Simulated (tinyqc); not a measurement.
Order of mass and momentum: stepped quantum well by finite differences.

Finite differences on points z_i at the centres of cells of width h: H_ii = (c/h^2)(1/m_(i-1/2) + 1/m_(i+1/2)) + V_i, H_(i,i+1) = -(c/h^2)/m_(i+1/2), where m_(i+1/2) is the mean of the masses at the two points (the end values are repeated outwards), psi = 0 on the points beyond both ends, c = hbar^2/2m0. The field adds e F (z - z0) with z0 the middle of the structure; 1 kV/cm = 1e-5 eV/angstrom.

Constants: hbar^2/2m0 = 3.80998211 eV angstrom^2.

Inputs chosen for the exercise (out of a larger set: near those of a GaAs well in AlGaAs; not measured data): layers = ((108, 0.138, 0.0811), (54, 0, 0.068), (135, 0.081, 0.0757), (108, 0.138, 0.0811)) (each layer: thickness in angstrom, band edge in eV, mass in m0); F = 0 kV/cm (field along z); hf = 1.6875 angstrom (cell width of the fine grid).

Fine grid. Hermitian kinetic operators m^a p m^b p m^a with 2a + b = -1: H_ii = (c/h^2) m_i^(2a) (m_(i-1/2)^b + m_(i+1/2)^b) + V_i, H_(i,i+1) = -(c/h^2) m_i^a m_(i+1)^a m_(i+1/2)^b; BenDaniel-Duke is a = 0. The halved form has H_ii = 2c/(h^2 m_i) + V_i and H_(i,i+1) = -(c/2h^2)(1/m_i + 1/m_(i+1)). The shifts are measured against BenDaniel-Duke; the last column repeats E1 with cells of hf/4.

Levels (eV):
```
operator                            E1      E2  E1 - E1(BDD) (meV)  E1 at hf/4
BenDaniel-Duke                  0.0475  0.0981                 0.0      0.0475
(1/m) p^2 + p^2 (1/m), halved   0.0489  0.0982                 1.4      0.0409
m^(-1/2) p^2 m^(-1/2)           0.0513  0.0987                 3.8      0.0513
m^(-1/4) p m^(-1/2) p m^(-1/4)  0.0494  0.0983                 1.9      0.0494
one mass, the smallest          0.0494  0.0997                 1.9      0.0494
```

What does the comparison show?

The three forms m^a p m^b p m^a span 3.8 meV in E1, 7 % of E2 - E1; they differ only at the mass steps (largest to smallest mass 1.19), where m^a psi is the continuous quantity. Dropping the mass step altogether moves E1 by +1.9 meV. Refining the grid moves the halved form by -8.0 meV, against at most 0.02 meV for the other three: at an abrupt step it has no limit as the grid is refined.

Program tinyqc; command `OMP_NUM_THREADS=1 python tinyqc.py 1282474 1282475 out.jsonl`; about 0.02 s on one thread of a shared Intel(R) Xeon(R) Processor @ 2.30GHz.
